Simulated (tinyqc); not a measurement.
Surface orientation and number of bands: six-band hole subbands of a thin body in a field.

Basis X, Y, Z times spin, hole energies counted downwards from the unstrained edge (the hydrostatic shift is left out), c = hbar^2/2m0. For a symmetric tensor T let C(T) have C_XX = L Txx + M (Tyy + Tzz), C_XY = N Txy (cyclic), L = c (g1 + 4 g2), M = c (g1 - 2 g2), N = 6 c g3. k = q + kz n, n the unit normal, q = k1 u + k2 v with u along the channel [1-10] and v = n x u. H = C(k k^T) + (Dso/3)(1 - L.sigma) - B + e F z with (L_k)_ij = -i epsilon_kij; B is the block C built from the traceless strain with 2b, -b and sqrt(3) d in place of L, M, N. Strain: exx = eyy = (s11 + s12) sx/2, ezz = s12 sx, exy = -s44 sx/4. Hard walls at z = 0 and t; basis sin(j pi z/t), j = 1 to Nz: kz^2 = (j pi/t)^2, kz = -i D with D_jl = 4 j l/(t (j^2 - l^2)), z_jj = t/2 and z_jl = -8 t j l/(pi (j^2 - l^2))^2 for j + l odd; 1 MV/cm = 0.01 eV/angstrom.

Nz = 14. E1 is the top subband at q = 0, gap the distance to the next pair, and the masses are c q^2/(E(q) - E1) at |q| = 0.02 1/angstrom (mean of the spin pair) along the channel [1-10] and across it in the plane; a dash marks a band that does not rise.

Constants: hbar^2/2m0 = 3.80998211 eV angstrom^2.

Values chosen for the exercise (near those of a p-type Si channel; not measured data):
```
symbol  value                 unit      meaning
g1      4.3                             Luttinger gamma1
g2      0.34                            gamma2
g3      1.45                            gamma3
Dso     0.043                 eV        spin-orbit splitting
b       -2.12                 eV        tetragonal potential
d       -4.89                 eV        trigonal potential
S       (7.77, -2.17, 12.36)  1/TPa     compliances s11, s12, s44
t       55                    angstrom  body thickness
F       0                     MV/cm     field across the body
sx      -2                    GPa       stress along the channel [1-10], negative in compression
```

Three faces, six bands; and four bands, with Dso set to 1000 eV.

Results:
```
case,E1 (meV),gap (meV),m channel,m across
(001) 6 bands,-17.1,103.4,0.148,2.636
(001) 4 bands,11.2,84.5,0.187,0.567
(110) 6 bands,-57.6,11.8,0.113,0.277
(110) 4 bands,-10.3,68.9,0.148,0.291
(111) 6 bands,-44.2,52.6,0.125,1.112
(111) 4 bands,-9.1,58.1,0.162,0.237
```

With six bands the top subband is shallowest on (110) (-57.6 meV) and deepest on (001). Without the stress E1 would be 45.0, 12.6 and 17.4 meV, so the stress moves it by -62.1, -70.2 and -61.6 meV. The lightest channel mass is on (110) (0.113 m0). Dropping the split-off band moves E1 by 28.3, 47.3 and 35.1 meV and the gap by -18.9, 57.1 and 5.4 meV on the three faces, with Dso = 43 meV.

(tinyqc, `OMP_NUM_THREADS=1 python tinyqc.py 1252395 1252396 out.jsonl`, Intel(R) Xeon(R) Processor @ 2.30GHz, 1 thread, shared host, about 0.5 s.)
